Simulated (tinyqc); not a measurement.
Raising the sheet density: inversion layer as a triangular well, valleys of the Si type.

Six ellipsoidal valleys with their long axes along the cube axes, mass ml along the axis and mt across it. For a valley whose axis makes the angle theta with the surface normal, 1/m_z = cos^2(theta)/ml + sin^2(theta)/mt sets the confinement; in the plane the masses are m_1 = mt and m_2 = ml mt/m_z, and m_d = sqrt(m_1 m_2).

The field is taken as constant, e F = 4 pi (e^2/4 pi eps0)(Nd + eta Ns)/eps, with 1e12/cm^2 = 1e-4/angstrom^2, and the oxide as a hard wall at z = 0; c = hbar^2/2m0.

Level j of a valley lies at E_j = a_j (c (e F)^2/m_z)^(1/3) above the band edge at the surface, with the Airy zeros a_j = 2.338107, 4.087949, 5.520560, 6.786708, 7.944134, 9.022651, 10.040174, 11.008524, 11.936016, 12.828777, and has <z> = 2 E_j/(3 e F).

Subband i holds n_i = g m_d/(2 pi c) kB T ln(1 + exp((EF - E_i)/kB T)) (spin included), and EF is fixed by sum n_i = Ns over the levels listed or, where none are listed, over j = 0 to 9 of each group; 1e12/cm^2 = 1e-4/angstrom^2.

Constants: hbar^2/2m0 = 3.80998211 eV angstrom^2; e^2/(4 pi eps0) = 14.39964547 eV angstrom; kB = 8.617333262e-05 eV/K.

Inputs chosen for the exercise (near those of Si; not measured data):
- ml = 0.905 m0 (longitudinal mass)
- mt = 0.186 m0 (transverse mass)
- eps = 11.5 (dielectric constant)
- Nd = 0.52 x 1e12/cm^2 (depletion charge)
- eta = 0.75 (share of Ns in the effective field)
- face = 100 (surface)
- T = 77 K (temperature)
- Nss = (1, 2, 3, 5, 8, 12) x 1e12/cm^2 (sheet densities)

Valleys (masses in m0):
```
valleys g,cos^2(theta),m_z,m_1,m_2,m_d
2,1.00000,0.90500,0.18600,0.18600,0.18600
4,0.00000,0.18600,0.18600,0.90500,0.41028
```

The field, the ladders and EF anew for each Ns.

Results:
```
Ns (1e12/cm^2),F (MV/cm),lowest E (eV),next - lowest (meV),EF - lowest (meV),share of lowest (%),<z> (angstrom)
1.0,0.200,0.0599,41.6,3.1,98.4,20.2
2.0,0.318,0.0816,56.7,11.8,99.7,17.2
3.0,0.436,0.1007,70.0,18.9,99.9,15.4
5.0,0.672,0.1344,93.4,32.1,100.0,13.3
8.0,1.026,0.1783,123.8,51.5,100.0,11.6
12.0,1.498,0.2294,159.3,77.2,100.0,10.2
```

What does the comparison show, and why?

Levels scale as F^(2/3): the field grows by 7.50 and the lowest level by 3.83. The layer thins from 20.2 to 10.2 angstrom. EF lies above the lowest edge throughout. The share of the lowest subband rises throughout: the spacing grows faster than the band fills.

Program tinyqc; command `OMP_NUM_THREADS=1 python tinyqc.py 1251127 1251128 out.jsonl`; about 0.02 s on one thread of a shared Intel(R) Xeon(R) Processor @ 2.30GHz.
